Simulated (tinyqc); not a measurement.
Bottom-up copper filling of a trench by curvature-enhanced accelerator coverage: one step, computed by the program tinyqc.

A rectangular trench keeps vertical walls and a flat floor. An accelerator floats on the surface; where area is lost in the corners it is passed on to the floor.

Task: Velocities. Kinetic current i_k = [i_0 (1 - theta) + i_1 theta] exp(alpha eta/(k_B T)), limit i_L = 2 F D C/delta, i = 1/(1/i_k + 1/i_L); velocity v = i Omega/(2F), Omega = 7.11 cm^3/mol, F = e N_A. Depletion inside the trench is ignored.

Inputs (values chosen for the exercise, close to those used for damascene copper plating):
```
quantity,value,unit
exchange current of the suppressed surface i_0,0.035,mA/cm^2
exchange current of the accelerated surface i_1,0.63,mA/cm^2
transfer coefficient alpha,0.39,-
overpotential eta,0.15,V
starting coverage theta_0,0.079,-
cupric ion concentration C,0.35,mol/l
diffusivity D,5.4e-06,cm^2/s
boundary layer delta,61,um
temperature T,298,K
```

Constants: e = 1.602176634e-19 C; N_A = 6.02214076e+23 1/mol; k_B = 8.617333262e-05 eV/K.

Give: limiting current i_L; velocity at theta = 0; velocity at theta_0; velocity at theta = 1; ratio v(1)/v(theta_0).

Result:

limiting current i_L = 59.789 mA/cm^2

velocity at theta = 0 = 0.12512 nm/s

velocity at theta_0 = 0.29094 nm/s

velocity at theta = 1 = 2.0538 nm/s

ratio v(1)/v(theta_0) = 7.0594
